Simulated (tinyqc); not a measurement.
Input admittance of a MOSFET at zero drain bias: distributed channel and distributed gate: one step of the calculation.

Source and drain grounded, strong inversion, w = 2 pi f, Cox = eps0 eox/tox. The channel is an RC line of resistance 1/(mu Cox Vo) per square fed from both ends, so one finger has the intrinsic admittance y = i w Cox L tanh(g)/g per width, g = (1/2) sqrt(i w tau), tau = L^2/(mu Vo). The vertical resistance rv/L is in series with y, the overlaps 2 i w Cov in parallel: y_t = 1/(1/y + rv/L) + 2 i w Cov. The gate strip is a line of Rsh/L per length loaded by y_t, so a finger has Y = y_t Wf tanh(k)/k, k = (Wf/sd) sqrt(y_t Rsh/L); the device has Nf Y.

Task. Input impedance of the device. k and Y as defined; Z = 1/(Nf Y) = R + 1/(i w C); Q = |Im Z|/R; signal at the point farthest from a contact |1/cosh k|.

Parameters, values chosen for the exercise; values of the order met in silicon radio-frequency transistors:
```
symbol  value        unit                                        meaning
L        0.19          um                                 channel length
Wf        7.9          um                                   finger width
Nf          1                                          number of fingers
Rsh       5.7  ohm/square                   sheet resistance of the gate
sd          1              number of ends at which a finger is contacted
f          44         GHz                                      frequency
```

y_t = 57.2384+1043.8666i uS/um

Find: k; Nf Y; R; C; Q; signal at the far point.

Result.

k = 1.016+0.962i
Nf Y = 3.470+5.443i mS
R = 83.28 ohm
C = 27.69 fF
Q = 1.569
signal at the far point = 0.7522

Program tinyqc, `OMP_NUM_THREADS=1 python tinyqc.py 2262123 2262124 out.jsonl`; Intel Xeon 2.30GHz, shared host, one thread, about 0.01 s.
